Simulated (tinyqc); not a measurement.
# Changing the width of the test line

Model: electron-beam lithography: double-Gaussian proximity function, edge placement and dose correction for parallel lines. Computed by tinyqc, a small Python program. Command: `OMP_NUM_THREADS=1 python tinyqc.py 3111257 3111258 out.jsonl proximity sweep`. One thread of a shared host (Intel(R) Xeon(R) Processor @ 2.30GHz), about 0.01 s of CPU time with the checks.

Lines are infinitely long. Absorbed energy is counted so that the middle of a very large area written at dose 1 receives 1; the resist develops where it exceeds 1/2.

Inputs (values chosen for the exercise, of the order of those for 10 keV electrons in resist on silicon):

| quantity | value | unit |
|---|---|---|
| forward range alpha | 0.019 | micrometre |
| backscatter ratio eta | 1 | - |
| base dose D0 | 180 | microcoulomb/cm^2 |
| pattern density around the test line | 0.14 | - |

Method. A test line of width w << beta in surroundings of density rho, all at dose d: near its edge E(x) = d [S + eta rho]/(1 + eta), S = [erf((b - x)/alpha) - erf((a - x)/alpha)]/2 for edges a and b, the second term being the background energy. Dose to size d_s = (1 + eta)/(erf(w/alpha) + 2 eta rho), dose = d_s D0; edge slope d [1 - exp(-w^2/alpha^2)]/(sqrt(pi) alpha (1 + eta)); width change per 1 % of dose = 2 x 0.01 x (1/2)/slope.

One run for each value:

| width of the test line (micrometre) | dose to size d_s | width change per 1 % of dose (nm) | edge slope (1/nm) |
|---|---|---|---|
| 0.0076 | 2.8233 | 1.6135 | 0.006198 |
| 0.0120 | 2.2021 | 0.9299 | 0.010754 |
| 0.0200 | 1.7491 | 0.5749 | 0.017394 |
| 0.0330 | 1.5798 | 0.4483 | 0.022307 |
| 0.0530 | 1.5626 | 0.4312 | 0.023190 |
| 0.0860 | 1.5625 | 0.4311 | 0.023199 |
| 0.1400 | 1.5625 | 0.4311 | 0.023199 |
| 0.2300 | 1.5625 | 0.4311 | 0.023199 |

Over the rows, dose to size d_s falls from 2.82 to 1.56, flat over part of the range; width change per 1 % of dose (nm) falls from 1.61 to 0.431, flat over part of the range; edge slope (1/nm) rises from 0.00620 to 0.0232, flat over part of the range. Forward scattering raises the dose needed once w falls below about 1.5 alpha, where erf(w/alpha) drops visibly below 1.
